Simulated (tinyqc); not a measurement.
Valence-band offset from core levels (Kraut method), with the dipole against the affinity rule: one step of the calculation.

Binding energies are counted downwards from the Fermi level. dEv > 0 means that the valence edge of B lies below that of A, dEc > 0 that the conduction edge of B lies above that of A; dEc + dEv = EgB - EgA. The spectra are made-up values treated as data.

Task. Interface dipole. The affinity rule gives dEc(0) = chiA - chiB; the dipole step is D = dEc - dEc(0), and two sheets of opposite charge dd apart hold N = eps0 ei |D|/(q dd).

Values chosen for this exercise; gaps and affinities close to those of 4H silicon carbide (A) and aluminium oxide (B): electron affinity of A chiA = 3.61 eV; electron affinity of B chiB = 0.98 eV; relative permittivity inside the dipole layer ei = 8.4; thickness of the dipole layer dd = 0.16 nm.

Constants: q = 1.602176634e-19 C, eps0 = 8.8541878128e-14 F/cm where lengths are in cm. Results are converted to the units shown.

dEc = 3.3799339 eV

Find: dEc(0); D; N; field in the dipole layer.

Result.

dEc(0) = 2.6300 eV
D = 0.74993 eV
N = 2.1758e14 cm^-2
field in the dipole layer = 46.871 MV/cm

N is 0.31 elementary charges for each of about 7e14 surface atoms per cm^2.

tinyqc, about 0.01 s, one thread, Intel Xeon 2.30GHz (shared host): `OMP_NUM_THREADS=1 python tinyqc.py 2410142 2410143 out.jsonl`
